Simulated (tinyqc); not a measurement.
Classical Heisenberg spin chain: exact results, Metropolis, heat-bath and over-relaxation steps, and a Monte Carlo run: one step, computed by the program tinyqc.

E = -J sum_i s_i . s_(i+1) for unit vectors s_i on an open chain; K = J/(k_B T).

Question. Finite chain. For N spins, <|sum s|^2>/N = (1 + u)/(1 - u) - 2 u (1 - u^N)/(N (1 - u)^2); the long chain has (1 + u)/(1 - u), chi over the Curie value, and the difference is relative to it.

Inputs (values chosen for the exercise, for a model chain of large moments): temperature T = 132 K; length N of the open chain = 24.

u = -0.2764450

chi over the Curie value = 0.5668517

Give: <|sum s|^2>/N; difference from the long chain.

Answer.

<|sum s|^2>/N = 0.58099

difference from the long chain = 2.4943 %
